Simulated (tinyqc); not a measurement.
Vertical double-diffused power MOSFET, components of the on-resistance: one step of the calculation.

Stripe cells of pitch Wp + a, two channels a cell. Current flows through the channels, spreads in the accumulation layer, passes the gap between the p bodies and spreads at 45 degrees into the drift layer below them. Low drain voltage, full ionisation.

Question. Components of the on-resistance. Pitch p = Wp + a, Cox = 3.9 eps0/tox; zero-bias depletion in the gap w0 = sqrt(2 eps0 eps_r Vbi/(q N Nj)), open gap g = a - 2 w0; R_ch = Lc p/(2 mch Cox Vov); R_acc = 0.6 a p/(4 mac Cox Vov), 0.6 being an empirical factor for current leaving the layer along its length; R_gap = (rho/Nj) xp p/g; spreading depth t = min(W, (p - g)/2); R_drift = (rho p/2) ln((g + 2 t)/g) + rho (W - t); R_on = the sum with Rs.

Parameters, values chosen for the exercise; bulk values close to those of silicon: relative permittivity eps_r = 11.5; gate oxide thickness (eps_r 3.9) tox = 43 nm; gate overdrive Vov = 7 V; channel mobility mch = 280 cm^2/(V s); accumulation-layer mobility mac = 460 cm^2/(V s); channel length Lc = 1.4 um; width of the p body in one cell, channels included Wp = 7.4 um; gap between neighbouring p bodies a = 2.4 um; depth of the p body xp = 0.6 um; doping of the gap over the drift doping Nj = 1; built-in voltage of the body junction Vbi = 0.694 V; substrate and contact resistance Rs = 0.29 mohm cm^2.

Constants: q = 1.602176634e-19 C, eps0 = 8.8541878128e-14 F/cm where lengths are in cm. Results are converted to the units shown.

drift doping N = 1.9015945e16 cm^-3
drift thickness W = 1.4160701 um
electron mobility mu at T = 653.19055 cm^2/(V s)
drift resistivity rho = 0.50249506 ohm cm

Give: w0; g; components; R_on; shares.

Answer.

w0 = 0.2154 um
g = 1.969 um
components (mohm cm^2): channel 0.4358, accumulation 0.1364, gap 0.1500, drift 0.2194, substrate 0.2900
R_on = 1.232 mohm cm^2
shares (%): channel 35.38, accumulation 11.08, gap 12.18, drift 17.82, substrate 23.54

The channel term is the largest. R_on is 17.3 times the ideal drift resistance rho W, and spreading raises the drift term to 3.08 times it.

Numbers from tinyqc (`OMP_NUM_THREADS=1 python tinyqc.py 2230121 2230122 out.jsonl`; about 0.01 s on one thread of a shared Intel Xeon 2.30GHz).
